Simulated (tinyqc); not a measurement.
# Capacitance measurement on a leaky thin oxide: effects of series resistance and leakage: two studies

The device is a capacitance C in parallel with a leakage conductance G, in series with Rs and Ls. An impedance meter reports either a parallel pair (Cp, Gp) from Y = 1/Z = Gp + i w Cp or a series pair (Cs, Rm) from Z = Rm + 1/(i w Cs); w = 2 pi f, dissipation D = Gp/(w |Cp|).

Inputs (values chosen for the exercise); values of the order met in thin-oxide MOS capacitors: relative permittivity of the gate insulator (close to zirconium oxide) eox = 25.5; insulator thickness tox = 8.1 nm; gate area A = 10000 um^2; oxide-equivalent thickness added by the accumulation layer zc = 0.56 nm; oxide-equivalent thickness added by gate depletion zp = 0 nm; gate leakage current density, not matched to the thickness Jg = 0.25 A/cm^2; voltage for an e-fold rise of the leakage Vs = 0.18 V; series resistance Rs = 360 ohm; series inductance Ls = 0 nH; measuring frequency f = 10000 Hz.

Constants: eps0 = 8.8541878128e-14 F/cm where lengths are in cm. Results are converted to the units shown.

Each table varies one quantity; the others keep the values above.

## Readings against frequency

EOT = 3.9 tox/eox; CET = EOT + zc + zp; C = 3.9 eps0 A/CET; G = Jg A/Vs. Z = Rs + i w Ls + 1/(G + i w C); CET read from Cp = 3.9 eps0 A/Cp; errors under 0.001 % are printed as 0.

The same in every row: C (pF) = 192.0.

Results:
```
f (Hz)  Cp (pF)  Cs (pF)       D  error of Cp (%)  error of Cs (%)  CET read from Cp (nm)
1000      174.1  2.546e6   120.9            -9.30           1.33e6                  1.983
3000      174.1  2.830e5   40.30            -9.30           1.47e5                  1.983
10000     174.1  2.565e4   12.10            -9.30           1.33e4                  1.983
1e5       173.8    446.5   1.252            -9.45              133                  1.987
3e5       171.5    220.2  0.5333            -10.7             14.7                  2.014
1e6       148.7    194.5  0.5551            -22.5             1.33                  2.322
3e6       68.57    192.2   1.343            -64.3            0.147                  5.036
1e7       9.619    192.0   4.354            -95.0           0.0133                  35.90
3e7       1.124    192.0   13.03            -99.4          1.47e-3                  307.2
```

Estimate the missing row, f = 30000 Hz.

Computed row:
```
f (Hz)  Cp (pF)  Cs (pF)      D  error of Cp (%)  error of Cs (%)  CET read from Cp (nm)
30000     174.1     3020  4.043            -9.31             1470                  1.984
```

With this row back in the table: D goes from 121 through a minimum of 0.533 (at f = 3e5 Hz among the rows listed) to 13.0; without inductance its minimum lies at f = sqrt(G (1 + G Rs)/Rs)/(2 pi C) = 5.28e5 Hz. The error of Cp goes from -9.30 to -99.4 % and that of Cs from 1.33e6 to 0.00147 %; at low frequency Cp tends to C/(1 + G Rs)^2 and Cs grows as 1 + (G/(w C))^2. One of the two readings is within 2 % of C for f = 1e6, 3e6, 1e7, 3e7 Hz. For f = 1000, 3000, 10000, 30000, 1e5, 3e6, 1e7, 3e7 D exceeds 1, where the accuracy of real meters degrades in proportion to sqrt(1 + D^2).

## Effect of the gate leakage current density, not matched to the thickness

Same model as above.

The same in every row: C (pF) = 192.0.

Results:
```
Jg (A/cm^2)  Cp (pF)   Cs (pF)         D  error of Cp (%)  error of Cs (%)  CET read from Cp (nm)
1e-5           192.0     192.0  0.004803         -2.29e-3                0                  1.799
0.0001         192.0     192.0  0.008948         -5.89e-3          2.12e-3                  1.799
0.02           190.4     354.9    0.9292           -0.797             84.9                  1.813
0.2            177.5   1.648e4     9.585            -7.55             8490                  1.946
2              97.94   1.629e6     129.0            -49.0           8.49e5                  3.526
30             3.918   3.665e8      9673            -98.0           1.91e8                  88.14
300          0.05159  3.665e10   8.429e5             -100          1.91e10                   6693
```

Estimate the missing row, Jg = 0.001 A/cm^2.

Computed row:
```
Jg (A/cm^2)  Cp (pF)  Cs (pF)        D  error of Cp (%)  error of Cs (%)  CET read from Cp (nm)
0.001          191.9    192.4  0.05041          -0.0419            0.212                  1.800
```

With this row back in the table: As Jg goes from 1e-5 to 300, the error of Cp goes from -0.00229 to -100 %, that of Cs from 0 to 1.91e10 %, and D rises from 0.00480 to 8.43e5. The CET read from Cp goes from 1.80 to 6690 nm against the true 1.80 nm. For Jg = 0.2, 2, 30, 300 D exceeds 1, where the accuracy of real meters degrades in proportion to sqrt(1 + D^2).

tinyqc, about 0.01 s, one thread, Intel Xeon 2.30GHz (shared host): `OMP_NUM_THREADS=1 python tinyqc.py 2022025 2022026 out.jsonl`
